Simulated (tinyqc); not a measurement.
Three bands against the two-band Dirac model at K: three-band tight binding of a dichalcogenide monolayer.

Basis dz2, dxy, dx2-y2 on a triangular lattice, nearest neighbours; alpha = kx a/2, beta = sqrt3 ky a/2. h0 = e1 + 2 t0 (cos 2alpha + 2 cos alpha cos beta); h1 = -2 sqrt3 t2 sin alpha sin beta + 2i t1 (sin 2alpha + sin alpha cos beta); h2 = 2 t2 (cos 2alpha - cos alpha cos beta) + 2i sqrt3 t1 cos alpha sin beta; h11 = e2 + 2 t11 cos 2alpha + (t11 + 3 t22) cos alpha cos beta; h22 = e2 + 2 t22 cos 2alpha + (3 t11 + t22) cos alpha cos beta; h12 = sqrt3 (t22 - t11) sin alpha sin beta + 4i t12 sin alpha (cos alpha - cos beta) + i lam sz. H = [[h0, h1, h2], [., h11, h12], [., ., h22]], Hermitian; the lowest band of each spin is filled. K = (4 pi/3a, 0), M = (pi/a, pi/(sqrt3 a)).

Constants: hbar^2/2m0 = 3.80998211 eV angstrom^2.

Inputs chosen for the exercise (near a published set for monolayer WS2; shifted at random, so the results belong to these values and not to a real crystal):

| symbol | value | unit | meaning |
|---|---|---|---|
| a | 3.189 | angstrom | lattice constant |
| e1 | 1.136 | eV | level of dz2 |
| e2 | 2.278 | eV | level of dxy and dx2-y2 |
| t0 | -0.21 | eV | hopping |
| t1 | 0.581 | eV | hopping |
| t2 | 0.53 | eV | hopping |
| t11 | 0.292 | eV | hopping |
| t12 | 0.383 | eV | hopping |
| t22 | -0.06 | eV | hopping |
| lam | 0.213 | eV | spin-orbit constant |

Masses from central differences along kx with step 0.002 1/angstrom, c = hbar^2/2m0; Berry curvature of the valence band from a counter-clockwise plaquette of side 0.001 1/angstrom, Omega = -arg(product of overlaps)/area. Two-band model: coupling A = (3 a/(2 sqrt2))(t1 + sqrt3 t2) between valence and conduction states, mass c G/A^2 for both, Omega_v = 2 A^2/G^2. sz = 0 drops the spin-orbit term.

At K:

| sz | G (eV) | m_c (m0) | m_v (m0) | two-band mass | Omega_v (angstrom^2) | two-band Omega |
|---|---|---|---|---|---|---|
| 1 | 1.6131 | 0.279 | 0.360 | 0.239 | 19.422 | 19.758 |
| 0 | 1.8261 | 0.321 | 0.440 | 0.271 | 15.149 | 15.418 |
| -1 | 2.0391 | 0.364 | 0.533 | 0.302 | 12.146 | 12.365 |

A = 5.0702 eV angstrom

How do the results move, and what explains it?

Without spin-orbit coupling the electron mass is 0.321 and the hole mass 0.440, against 0.271 for both in the two-band model: the third band and the curvature of the diagonal terms break the symmetry. The Berry curvature is -1.7 % from the two-band value. The smaller gap (sz = +1) has the larger curvature, by a factor 1.60.

Run: tinyqc, `OMP_NUM_THREADS=1 python tinyqc.py 1481367 1481368 out.jsonl`; Intel(R) Xeon(R) Processor @ 2.30GHz, one thread, shared host; about 0.02 s of CPU time with all checks.
